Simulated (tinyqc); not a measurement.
Donor level screened by free carriers (Yukawa potential): sweeps and comparisons. A value that a table varies takes the place of the one given here.

Potential -(q/(eps r)) exp(-ks r), q = e^2/(4 pi eps0). In units Ry* = Ry m/eps^2 and a* = a0 eps/m the problem is [-Laplacian - 2 exp(-x r)/r] psi = E psi with x = ks a*.

Converged values use 18 functions exp(-z r), z = 1.55^i, i = -11 to 6: S = 2/A^3, H = z_i z_j S - 2/(A + x)^2, A = z_i + z_j.

Screening wave number: Debye ks^2 = 4 pi q n/(eps kB T); Thomas-Fermi ks^2 = 6 pi q n/(eps EF) with EF = c (3 pi^2 n/gv)^(2/3)/m, c = hbar^2/2m0; the two are joined by 1/ks^2 = sqrt(1/ks_D^4 + 1/ks_TF^4). 1e18/cm^3 = 1e-6/angstrom^3, q = e^2/(4 pi eps0).

Constants: e^2/(4 pi eps0) = 14.39964547 eV angstrom; kB = 8.617333262e-05 eV/K; hbar^2/2m0 = 3.80998211 eV angstrom^2; Ry = 13.60569312 eV; a0 (Bohr radius) = 0.5291772105 angstrom.

Values chosen for the exercise (near those of a donor in GaAs, with one mean mass; shifted at random, so the results belong to these values and not to a real crystal):
- xs = (0.04, 0.14, 0.32, 0.55, 0.78, 0.83, 1.04) (values of x)
- m = 0.065 m0 (mass)
- eps = 13.1 (dielectric constant)
- gv = 1 (valleys)
- T = 300 K (temperature)
- nl = (5.1e-05, 0.00017, 0.00051, 0.0017, 0.0051, 0.017, 0.051) x 1e18/cm^3 (densities)
- n = 0.0017 x 1e18/cm^3 (free-carrier density)

## Towards the loss of the bound state

First order (-1 + 2x), one-parameter (minimum of z^2 - 8 z^3/(2z + x)^2) and converged 1s energies in Ry*, and the mean radius in a*; a dash marks an unbound result.

Results:
```
x     first order  trial function  converged   <r>
0.04      -0.9200         -0.9223    -0.9223  1.50
0.14      -0.7200         -0.7470    -0.7471  1.53
0.32      -0.3600         -0.4893    -0.4901  1.62
0.55            -         -0.2480    -0.2523  1.88
0.78            -         -0.0875    -0.0992  2.46
0.83            -         -0.0621    -0.0758  2.69
1.04            -               -    -0.0128  5.31
```

First order loses the state at x = 0.5, the trial function reaches zero energy at x = 1.00, and the exact limit is 1.19. The radius starts at 1.5 a*, grows slowly at first (1.62 at x = 0.32), then steadily, and swells towards the end (5.3 at 1.04), where a single exponential fails: the binding vanishes as the square of the distance from 1.19.

## Binding against carrier density

Ry* = 5.1534 meV
a* = 106.650 angstrom

x from the joined ks; converged 1s binding (dash: x above 1.17, at or past the limit 1.19 where the state unbinds).

Results:
```
n (1e18/cm^3)  EF/kB T  1/ks (angstrom)      x  binding (meV)  n^(1/3) a*
5.1e-05           0.00           6057.8  0.018           4.97       0.040
0.00017           0.01           3318.0  0.032           4.83       0.059
0.00051           0.01           1915.7  0.056           4.60       0.085
0.0017            0.03           1049.4  0.102           4.18       0.127
0.0051            0.06            606.1  0.176           3.56       0.184
0.017             0.14            332.6  0.321           2.52       0.274
0.051             0.30            193.4  0.551           1.29       0.396
```

The binding falls from 5.0 to 1.3 meV (bare value 5.2); it passes half the bare value between 0.0051 and 0.017 x 1e18/cm^3. The level is still bound in the last row. x grows with exponent 0.50 in n at the start and 0.49 at the end (1/2 for Debye, 1/6 for Thomas-Fermi screening). The level survives to n^(1/3) a* = 0.40, past the 0.26 of the Mott rule, which corresponds to x = 1 for one valley with degenerate screening; here the level lasts until x = 1.19, the screening is at most the degenerate value, and overlap of donors is left out.

## What each parameter does

Ry* = Ry m/eps^2, a* = a0 eps/m, x = ks a* with the joined ks; converged binding. Each row changes one parameter from the base and keeps the others.

Results:
```
case                     1/ks (angstrom)      x  binding in Ry*  binding (meV)
base                              1049.4  0.102           0.811           4.18
n = 0.00255 x 1e18/cm^3            856.9  0.124           0.773           3.98
T = 270 K                          995.5  0.107           0.802           4.13
m = 0.073 m0                      1049.3  0.090           0.831           4.81
eps = 12.1                        1008.5  0.098           0.818           4.94
gv = 2                            1049.3  0.102           0.811           4.18
```

The largest shifts from the base row, up to three for each result and ties (the steps differ in size, so this ranks the rows, not the parameters). 1/ks (angstrom): n -192.5, T -53.8, eps -40.8. x: n +0.023, m -0.011, T +0.005; unchanged at the printed digits by gv. binding in Ry*: n -0.039, m +0.019, T -0.009; unchanged at the printed digits by gv. binding (meV): eps +0.76, m +0.63, n -0.20; unchanged at the printed digits by gv.

Computed by tinyqc, a small Python program: `OMP_NUM_THREADS=1 python tinyqc.py 1282458 1282459 out.jsonl` (the numbers bound the seed that draws the inputs); one thread of a shared host (Intel(R) Xeon(R) Processor @ 2.30GHz), about 0.02 s for the whole set of steps.
